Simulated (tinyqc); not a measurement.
Inside a calculation. Method: plane-wave Kohn-Sham cycle with exchange-only LDA in a layered model solid. One step of it, computed by the program tinyqc.

Task: Iteration 2: potential. V_H(G) = 4 pi rho(G)/G^2 for G != 0 (uniform background); v_x = -(3 rho/pi)^(1/3); V = V_ext + V_H + v_x; Fourier components f(G_m) = (1/N) sum_j f(x_j) exp(-i G_m x_j).

A solid whose potential varies along x alone (atomic units):
```
parameter                      value
period a                    5.700000
cross-section of the cell  19.000000
electrons per cell                 4
grid points                       16
plane waves -n..n, n               3
k points                           2
V1 in V1 cos(2 pi x/a)     -0.150000
```

density after iteration 1 (e/bohr^3): 0.04145807  0.04120769  0.04042464  0.03907905  0.03726722  0.03526241  0.03344701  0.03218862  0.03173973  0.03218862  0.03344701  0.03526241  0.03726722  0.03907905  0.04042464  0.04120769

Give: Potentials on the grid; V(G_m), m = 0, 1, 2, ....

Result:

Potentials on the grid (hartree):
```
x       V_ext       V_H     v_x       V
0.000  -0.150     0.050  -0.341  -0.441
0.356  -0.139     0.046  -0.340  -0.433
0.713  -0.106     0.036  -0.338  -0.408
1.069  -0.057     0.020  -0.334  -0.372
1.425       0  8.63e-04  -0.329  -0.328
1.781   0.057    -0.019  -0.323  -0.284
2.138   0.106    -0.036  -0.317  -0.247
2.494   0.139    -0.047  -0.313  -0.222
2.850   0.150    -0.051  -0.312  -0.213
3.206   0.139    -0.047  -0.313  -0.222
3.562   0.106    -0.036  -0.317  -0.247
3.919   0.057    -0.019  -0.323  -0.284
4.275       0  8.63e-04  -0.329  -0.328
4.631  -0.057     0.020  -0.334  -0.372
4.987  -0.106     0.036  -0.338  -0.408
5.344  -0.139     0.046  -0.340  -0.433
```

V(G_m), m = 0, 1, 2, ... (hartree): -0.328  -0.057  0.000  0.000  0.000  0.000  0.000
